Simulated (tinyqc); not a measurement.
Inside a calculation. Method: Born-Oppenheimer dynamics on the RHF/sto-3g surface (energies and gradients from PySCF), for H3+, spin multiplicity 1. Computed by tinyqc, a small Python program that keeps every step (integrals from PySCF). Settings: charge = 1, multiplicity = 1, basis = sto-3g, time step (fs) = 0.5, steps = 16. Command: `OMP_NUM_THREADS=1 python tinyqc.py 21422 21423 out.jsonl` (the two numbers bound the seeds that draw the settings). One thread of a shared host (Intel(R) Xeon(R) Processor @ 2.60GHz), about 0.7 s of CPU time with the checks.

## Velocity Verlet step 1

positions (bohr):
```
           x         y         z
1H   0.02079  -0.03024  -0.04346
2H  -0.09071  -0.00945   1.79524
3H  -0.11527   1.90862   0.28346
```

velocities (bohr per atomic time unit):
```
              x            y            z
1H   0.00043667  -0.00002133  -0.00006300
2H  -0.00015533   0.00008667   0.00014100
3H  -0.00028133  -0.00006533  -0.00007800
```

gradient (hartree/bohr):
```
             x           y           z
1H   0.0025986  -0.0241009  -0.0191954
2H  -0.0005468  -0.0289087   0.0380807
3H  -0.0020517   0.0530096  -0.0188853
```

masses (electron masses): 1H 1837.15259, 2H 1837.15259, 3H 1837.15259

gradient after step 1 (hartree/bohr):
```
             x           y           z
1H   0.0027730  -0.0232280  -0.0184435
2H  -0.0005684  -0.0286566   0.0373957
3H  -0.0022047   0.0518845  -0.0189522
```

dt = 0.5 fs = 20.6707 atomic units; x' = x + v dt - g dt^2 / (2m); after the new gradient g', v' = v - (g + g') dt / (2m).

positions after step 1 (bohr):
```
           x         y         z
1H   0.02951  -0.02787  -0.04253
2H  -0.09385  -0.00430   1.79373
3H  -0.12085   1.90111   0.28404
```

velocities after step 1 (bohr per atomic time unit):
```
              x            y            z
1H   0.00040645   0.00024493   0.00014875
2H  -0.00014906   0.00041051  -0.00028361
3H  -0.00025739  -0.00065544   0.00013486
```

## Velocity Verlet step 2

gradient after step 2 (hartree/bohr):
```
             x           y           z
1H   0.0025723  -0.0202048  -0.0149488
2H  -0.0004151  -0.0278863   0.0338895
3H  -0.0021571   0.0480911  -0.0189406
```

As before.

positions after step 2 (bohr):
```
           x         y         z
1H   0.03759  -0.02011  -0.03731
2H  -0.09687   0.00752   1.78351
3H  -0.12591   1.88153   0.28903
```

velocities after step 2 (bohr per atomic time unit):
```
              x            y            z
1H   0.00037638   0.00048927   0.00033660
2H  -0.00014353   0.00072861  -0.00068464
3H  -0.00023285  -0.00121788   0.00034804
```

## Energy conservation

The total energy should stay constant up to terms of order dt^2; the step counts as short enough if it moves by less than 2 % of the largest kinetic energy.

Trajectory:
```
time (fs)  1H-2H (angstrom)  potential (hartree)  kinetic (hartree)  total (hartree)
0.00000             0.97485           -1.2295922          0.0003088       -1.2292834
0.50000             0.97398           -1.2302391          0.0009485       -1.2292907
1.00000             0.96628           -1.2322330          0.0029148       -1.2293182
1.50000             0.95262           -1.2351371          0.0057737       -1.2293634
2.00000             0.93459           -1.2382495          0.0088309       -1.2294186
2.50000             0.91449           -1.2407412          0.0112729       -1.2294683
3.00000             0.89527           -1.2419167          0.0124280       -1.2294887
3.50000             0.88038           -1.2415774          0.0121180       -1.2294594
4.00000             0.87338           -1.2402985          0.0109094       -1.2293892
4.50000             0.87729           -1.2392464          0.0099158       -1.2293306
5.00000             0.89382           -1.2393823          0.0100441       -1.2293382
5.50000             0.92269           -1.2406733          0.0112710       -1.2294022
6.00000             0.96161           -1.2421870          0.0127223       -1.2294647
6.50000             1.00685           -1.2428937          0.0134046       -1.2294892
7.00000             1.05420           -1.2422573          0.0127800       -1.2294773
7.50000             1.09967           -1.2403036          0.0108605       -1.2294430
8.00000             1.13991           -1.2374539          0.0080555       -1.2293984
```

The total energy moves within 2.1e-04 hartree, under 2 % of the largest kinetic energy.
